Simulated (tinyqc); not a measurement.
Screening length from the swing.

Problem. In a simple model of a Schottky-barrier transistor a barrier thinner than d = 2.6 nm is transparent, so the effective barrier is pn - psi (1 - exp(-d/lam)) and the swing beyond flat band is Vt ln 10/(1 - exp(-d/lam)). Find the thermionic swing, lam, and the effective barrier at psi = 0.2 V.

Values chosen for this exercise:

| symbol | value | unit | meaning |
|---|---|---|---|
| T | 300 | K | temperature |
| pn | 0.18 | eV | barrier for electrons at both contacts |

Constants: q = 1.602176634e-19 C, kB = 1.380649e-23 J/K, Vt = kB T/q. Results are converted to the units shown.

swing in the tunnelling range = 131.19205 mV/decade

Solution. The ratio of the two swings is 1 - exp(-d/lam).

Vt ln 10 = 59.5 mV/decade
lam = 4.30 nm
effective barrier = 0.0893 eV

Program tinyqc, `OMP_NUM_THREADS=1 python tinyqc.py 2390032 2390033 out.jsonl`; Intel Xeon 2.30GHz, shared host, one thread, about 0.2 s.
